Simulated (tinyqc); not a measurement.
Moment against band filling: Stoner model of a band ferromagnet.

Density of states per atom and spin: flat with a rise to the top, D(e) = (M/W) [1 - sp + 4 sp (e/W + 1/2)^3]. Levels e -/+ I m/2 for up and down spin, m = n_up - n_down, n_up + n_down = nd. At zero temperature e(N) is the energy below which N states lie, and E(m) = sum over spins of integral e D de - I m^2/4.

Parameters, chosen for this exercise:
```
symbol  value  unit  meaning
W       4.3    eV    band width, e from -W/2 to W/2
M       5            states per atom and spin
sp      0.47         shape parameter
I       0.45   eV    Stoner parameter
```

Rigid band, I fixed: a Slater-Pauling curve.

Results:
```
nd   I D(EF)  m (muB)  m_max
3.0    0.406    0.000    3.0
4.0    0.514    0.000    4.0
5.0    0.635    0.000    5.0
6.0    0.760    0.000    4.0
7.0    0.887    0.000    3.0
7.5    0.950    0.000    2.5
8.0    1.013    1.536    2.0
8.5    1.075    1.500    1.5
9.0    1.138    1.000    1.0
9.5    1.200    0.500    0.5
```

Give the missing row, nd = 6.5.

Computed row:
```
nd   I D(EF)  m (muB)  m_max
6.5    0.823    0.000    3.5
```

Magnetic fillings among those listed: 8.0, 8.5, 9.0 and 9.5; the largest moment is 1.54 at nd = 8. At 8.5, 9.0 and 9.5 the moment is saturated and follows m_max, changing by one per electron.

tinyqc: `OMP_NUM_THREADS=1 python tinyqc.py 1680872 1680873 out.jsonl`; about 0.4 s, one thread, shared Intel(R) Xeon(R) Processor @ 2.30GHz.
